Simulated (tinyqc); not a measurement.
## Ellipsometry and reflectance of a transparent film on an absorbing substrate: effect of the angle of incidence

Air (index 1), film, substrate with N2 = n2 - i k2; time factor exp(+i w t). q_j = sqrt(N_j^2 - sin^2 th), root with positive real part. Fresnel coefficients r_s = (q_a - q_b)/(q_a + q_b), r_p = (N_b^2 q_a - N_a^2 q_b)/(N_b^2 q_a + N_a^2 q_b). tan(Psi) exp(i Delta) = R_p/R_s, Delta taken from 0 to 360 degrees.

beta = 2 pi d q1/lam, X = exp(-2 i beta), R = (r01 + r12 X)/(1 + r01 r12 X) for p and s. dDelta/dd is the derivative of Delta; period lam/(2 q1).

Parameters, values chosen for the exercise; indices close to those of a porous low-k film on silicon: wavelength lam = 632.8 nm; index of the transparent film n1 = 1.298; film thickness d = 60 nm; index of the substrate n2 = 3.882; extinction coefficient of the substrate k2 = 0.019.

Result of one run:

| th (degrees) | Psi (degrees) | Delta (degrees) | \|R_p\|^2 | \|R_s\|^2 | dDelta/dd (degrees/nm) | period (nm) |
|---|---|---|---|---|---|---|
| 85 | 34.95 | 21.59 | 0.4339 | 0.8885 | 0.07666 | 380.2 |

What becomes of these results when the angle of incidence th is changed from 85 to 80 degrees, all else the same?

Result of the changed run:

| th (degrees) | Psi (degrees) | Delta (degrees) | \|R_p\|^2 | \|R_s\|^2 | dDelta/dd (degrees/nm) | period (nm) |
|---|---|---|---|---|---|---|
| 80 | 27.08 | 46.36 | 0.2066 | 0.7902 | 0.01946 | 374.2 |

The whole series:

| th (degrees) | Psi (degrees) | Delta (degrees) | \|R_p\|^2 | \|R_s\|^2 | dDelta/dd (degrees/nm) | period (nm) |
|---|---|---|---|---|---|---|
| 50 | 33.32 | 155.9 | 0.1823 | 0.4219 | -0.3039 | 302.0 |
| 55 | 30.56 | 148.1 | 0.1611 | 0.4622 | -0.3928 | 314.2 |
| 60 | 27.58 | 137.5 | 0.1391 | 0.5096 | -0.4867 | 327.2 |
| 65 | 24.69 | 122.8 | 0.1194 | 0.5651 | -0.5515 | 340.5 |
| 70 | 22.65 | 101.9 | 0.1097 | 0.6296 | -0.4970 | 353.4 |
| 75 | 22.96 | 74.77 | 0.1264 | 0.7043 | -0.2436 | 364.9 |
| 80 | 27.08 | 46.36 | 0.2066 | 0.7902 | 0.01946 | 374.2 |
| 85 | 34.95 | 21.59 | 0.4339 | 0.8885 | 0.07666 | 380.2 |

Psi goes from 33.3 through a minimum of 22.7 (at th = 70 among the rows listed) to 34.9 degrees and |R_p|^2 goes from 0.182 through a minimum of 0.110 (at th = 70 among the rows listed) to 0.434. The slope of Delta is largest in size, 0.551 degrees/nm, at th = 65 among the rows. The bare substrate has its smallest |R_p| near arctan(n2) = 75.6 degrees.

tinyqc, about 0.4 s, one thread, Intel Xeon 2.30GHz (shared host): `OMP_NUM_THREADS=1 python tinyqc.py 2870115 2870116 out.jsonl`
